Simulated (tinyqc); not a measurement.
One-dimensional ballistic tunnel FET, two-band WKB: two steps of the calculation.

A p-type source for x < 0 with its Fermi level at 0 and its valence edge at ds; in the channel the bands fall as D exp(-x/lam) towards their flat values, with the conduction edge at Ec = ds - dP and D = dP + Eg. The gate moves dP one to one. The drain Fermi level lies at -Vd and the drain side reflects nothing. For w = E - Ec between 0 and dP an electron crosses the gap. Two-band dispersion with equal masses m: inside the gap kappa = sqrt(m u (1 - u/Eg)/C), u the distance from a band edge, C = hbar^2/(2 m0).

Parameters, values chosen for the exercise; band and dielectric values close to those of In0.53Ga0.47As: temperature T = 77 K; band gap Eg = 0.749 eV; band-edge mass of the two-band model m = 0.039 m0; screening length of the source junction lam = 3.1 nm; source valence edge above the source Fermi level ds = 0.16 eV; drain bias Vd = 0.3 V; number of degenerate subbands (spin apart) g = 1; tunnelling window Ev(source) - Ec(channel) dP = 0.37 eV; energy above the channel conduction edge w0 = 0.19 eV; points of the energy grid nE = 13.

Constants: q = 1.602176634e-19 C, kB = 1.380649e-23 J/K, hbar = 1.054571817e-34 J s, h = 6.62607015e-34 J s, m0 = 9.1093837015e-31 kg, Vt = kB T/q, hbar^2/(2 m0) = 0.0380998212 eV nm^2. Results are converted to the units shown.

Problem 1. The exponent in closed form. S(w) = 2 lam int_0^Eg kappa(u) du/(w + Eg - u) = 2 pi lam sqrt(m/(C Eg)) [w + Eg/2 - sqrt(w (w + Eg))], T(w) = exp(-S). The common triangular estimate is S = (4/3) lam sqrt(m/C) Eg^1.5/(dP + Eg) for all w.

Find: S(w0); T(w0); triangular S.

Solution 1.

S(w0) = 3.236
T(w0) = 0.03932
triangular S = 2.423

Problem 2. Current on a coarse grid. I = g (2 q^2/h) int_0^dP T(w) [f(E) - f(E + Vd)] dw, E = ds - dP + w, f(x) = 1/(1 + exp(x/Vt)). Simpson's rule on nE equally spaced points.

Give: w; T(w); difference of the f; I.

Solution 2.

```
point  w (eV)      T(w)  difference of the f
0      0.0000  1.979e-4                1.000
1      0.0308  0.003350                1.000
2      0.0617  0.007903                1.000
3      0.0925   0.01383                1.000
4      0.1233   0.02092                1.000
5      0.1542   0.02898               0.9998
6      0.1850   0.03782               0.9774
7      0.2158   0.04730               0.2934
8      0.2467   0.05729             0.003966
9      0.2775   0.06765             3.819e-5
10     0.3083   0.07831             3.664e-7
11     0.3392   0.08917             3.514e-9
12     0.3700    0.1002            3.371e-11
```

I = 0.2965 uA

Program tinyqc, `OMP_NUM_THREADS=1 python tinyqc.py 2620138 2620139 out.jsonl`; Intel Xeon 2.30GHz, shared host, one thread, about 0.02 s.
